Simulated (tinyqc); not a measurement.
# Transfer length from front and end resistance

Problem. A contact of length d and width W has Rc = (Rsh Lt/W) coth(d/Lt) and Re = (Rsh Lt/W)/sinh(d/Lt), with Rsh the sheet resistance under the metal and Lt = sqrt(rc/Rsh). Find Lt, Rsh and rc.

Parameters, values chosen for the exercise:
```
symbol  value  unit         meaning
d        0.74    um  contact length
W          28    um   contact width
```

Rc = 53.967001 ohm
Re = 9.8036060 ohm

Answer. Rc/Re = cosh(d/Lt) gives Lt, and Re then gives Rsh.

Lt = 0.3096 um
Rsh = 4800 ohm/sq
rc = 4.600e-6 ohm cm^2

tinyqc, about 0.01 s, one thread, Intel Xeon 2.30GHz (shared host): `OMP_NUM_THREADS=1 python tinyqc.py 2760013 2760014 out.jsonl`
